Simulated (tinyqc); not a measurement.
Gap and mass from two generation rates.

Inverse problem. In the two-band model the band-to-band tunnelling rate in a uniform field is G = A F^2 exp(-B/F), with B = pi sqrt(m/C) Eg^1.5/4 (V/nm), A = 1e21 (2 q/h) m Eg/(16 pi C B) for G in cm^-3 s^-1 and F in V/nm, C = hbar^2/(2 m0). Find B, A, Eg and m.

Constants: q = 1.602176634e-19 C, hbar = 1.054571817e-34 J s, h = 6.62607015e-34 J s, m0 = 9.1093837015e-31 kg, hbar^2/(2 m0) = 0.0380998212 eV nm^2. Results are converted to the units shown.

G at F = 0.048 and 0.11 V/nm (cm^-3 s^-1): 5.2633308e14  8.6131118e24

Answer. The slope of ln(G/F^2) against 1/F is -B and the intercept gives A. The product A B fixes m Eg, and B = (pi/4) Eg sqrt(m Eg/C) then gives Eg.

B = 1.862 V/nm
A = 1.593e34 cm^-3 s^-1 (V/nm)^-2
Eg = 1.350 eV
m = 0.08700 m0

Numbers from tinyqc (`OMP_NUM_THREADS=1 python tinyqc.py 2620072 2620073 out.jsonl`; about 0.01 s on one thread of a shared Intel Xeon 2.30GHz).
